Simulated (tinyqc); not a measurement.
Anisotropic elasticity and sound waves of a cubic crystal: one step, computed by the program tinyqc.

Voigt order 1..6 = xx, yy, zz, yz, xz, xy, with engineering shear strains. The rotated frame has x' as named, z' along the wafer normal and y' = z' x x'.

Question. Stiffness in the rotated frame. C'_ijkl = C12 delta_ij delta_kl + C44 (delta_ik delta_jl + delta_il delta_jk) - H sum_m a_im a_jm a_km a_lm.

Inputs (values chosen for the exercise, modelled on titanium nitride): C12 = 162.7 GPa; C44 = 160.7 GPa.

Frame: (001) wafer, x' along [110].

H = -149.4 GPa

direction cosines a (rows x', y', z' in the cube axes):
```
            x         y         z
x'   0.707107  0.707107  0.000000
y'  -0.707107  0.707107  0.000000
z'   0.000000  0.000000  1.000000
```

Give: C'.

Answer.

C' (GPa):
```
       1      2      3      4      5      6
1  558.8  237.4  162.7    0.0    0.0    0.0
2  237.4  558.8  162.7    0.0    0.0    0.0
3  162.7  162.7  633.5    0.0    0.0    0.0
4    0.0    0.0    0.0  160.7    0.0    0.0
5    0.0    0.0    0.0    0.0  160.7    0.0
6    0.0    0.0    0.0    0.0    0.0  235.4
```

No normal-shear coupling appears in this frame.
